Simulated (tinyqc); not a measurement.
Threshold-voltage variability of a planar MOSFET, analytic estimates: one step of the calculation.

Three independent sources add in quadrature: random dopants in the depleted layer, metal-gate grains of two orientations, and roughness of the two gate edges acting through the roll-off VT = VT(long) - Vr exp(-L/l). These are first-order estimates: no three-dimensional electrostatics, no percolation.

Task. Total spread, mismatch and leakage. s = sqrt(s1^2 + s2^2 + s3^2). For a pair: s(dVT) = sqrt(2) s; current mismatch sqrt(2) sqrt((gI s)^2 + sb^2); input offset = current mismatch/gI. For a Gaussian VT the off current is log-normal with mean/median = exp(s^2/(2 (n Vt)^2)).

Values chosen for this exercise; material values close to those of silicon: temperature T = 300 K; subthreshold factor n = 1.49; gm/I of a matched pair gI = 20 1/V; spread of the gain factor of one device sb = 1.4 %.

Constants: q = 1.602176634e-19 C, kB = 1.380649e-23 J/K, Vt = kB T/q. Results are converted to the units shown.

s1 = 13.613691 mV
s2 = 7.5292325 mV
s3 = 4.3627272 mV

Give: s; s(dVT); current mismatch; input offset; mean/median of Ioff.

Result.

s = 16.157 mV
s(dVT) = 22.850 mV
current mismatch = 45.742 %
input offset = 22.871 mV
mean/median of Ioff = 1.0920

Computed by the program tinyqc: `OMP_NUM_THREADS=1 python tinyqc.py 2090096 2090097 out.jsonl`, one thread of a shared Intel Xeon 2.30GHz, about 0.01 s for the whole run.
